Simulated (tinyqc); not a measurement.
Floating body of a partially depleted SOI transistor: body voltage and kink: transfer curve and swing.

Source at 0 V. Channel current Ic = 2 nf K Vt^2 [F(0) - F(Vd)](1 + la Vd), F(V) = ln^2(1 + exp((Vg - VT - nf V)/(2 nf Vt))), VT = VT0 - gb Vb. Saturation voltage Vs = 2 Vt sqrt(F(0)) + 3 Vt, excess Ve = (Vd - Vs + sqrt((Vd - Vs)^2 + 0.0004 V^2))/2, multiplication M1 = Ai Ve exp(-Bl/Ve). Each junction passes D(v) = J1 (exp(v/Vt) - 1) + J2 (exp(v/(2 Vt)) - 1). Bipolar current Ib = bb J1 (exp(Vb/Vt) - 1). The body settles where M1 (Ic + Ib) = D(Vb) + D(Vb - Vd) + Vb/Rb; drain current Id = (1 + M1)(Ic + Ib) - D(Vb - Vd).

Rows with more than one solution for Vb (latch) are left out; dId/dVd by a forward difference over 1e-4 V, swing = 1e-4 V over the change of log10 Id; M1 under 1e-12 is printed as 0.

Values chosen for this exercise; values of the order met in partially depleted silicon-on-insulator transistors:

| symbol | value | unit | meaning |
|---|---|---|---|
| T | 358 | K | temperature |
| VT0 | 0.41 | V | threshold at zero body voltage |
| gb | 0.2 |  | fall of the threshold per volt of body voltage |
| nf | 1.34 |  | slope factor |
| K | 380 | uA/(V^2 um) | gain factor per width |
| la | 0.09 | 1/V | channel-length modulation factor |
| Ai | 2.24 | 1/V | impact-ionisation prefactor |
| Bl | 8.8 | V | impact-ionisation voltage |
| J1 | 4.2e-10 | uA/um | diffusion saturation current of each junction |
| J2 | 1.7e-8 | uA/um | recombination saturation current of each junction |
| bb | 0.5 |  | gain of the lateral bipolar transistor on the diffusion current |
| Rb | 1e9 | kohm um | resistance of a weak body tie to the source (1e9 stands for no tie, and the term is then dropped) |
| Vd | 1.6 | V | drain voltage |

Constants: q = 1.602176634e-19 C, kB = 1.380649e-23 J/K, Vt = kB T/q. Results are converted to the units shown.

Transfer curve and swing:
columns A: Vg (V); B: Vb (V); C: M1; D: Id, floating (uA/um); E: Id, grounded (uA/um); F: ratio; G: swing, floating (mV/decade); H: swing, grounded (mV/decade)
```
A           B         C         D         E      F      G      H
-0.04  0.1875  0.009829  5.169e-5  2.090e-5  2.474  75.66  95.47
0.06   0.3013  0.009767  9.861e-4  2.322e-4  4.247  80.60  95.88
0.16   0.3920  0.009526   0.01571  0.002523  6.228  86.49  97.47
0.26   0.4674  0.008768    0.1876   0.02551  7.355  102.5  102.6
0.36   0.5213  0.007199     1.293    0.2124  6.088  143.6  117.5
0.46   0.5522  0.005243     4.811     1.209  3.978  217.1  153.3
0.56   0.5672  0.003517     11.61     4.306  2.695  315.0  218.0
0.66   0.5724  0.002222     21.74     10.50  2.071  425.8  307.2
0.76   0.5713  0.001327     35.08     20.05  1.749  542.2  411.1
```

Vb goes from 0.187 through a maximum of 0.572 (at Vg = 0.66 V among the rows listed) to 0.571 V. The smallest swing among the rows is 75.7 mV a decade with a floating body (at Vg = -0.04 V) and 95.5 with a grounded one; Vt ln 10 = 71.0. The floating swing is smaller by more than 3 % for Vg = -0.04, 0.06, 0.16 V, where the rising Vb lowers the threshold as Vg rises. In the first row the floating body raises the current by a factor of 2.47.

Range of the model: The multiplication law is an empirical form chosen for the exercise; self-heating and capacitive coupling to the body are left out, and the linear laws are rough once Vb passes about 0.7 V or M1 about 0.1.

Program tinyqc, `OMP_NUM_THREADS=1 python tinyqc.py 2182230 2182231 out.jsonl`; Intel Xeon 2.30GHz, shared host, one thread, about 0.2 s.
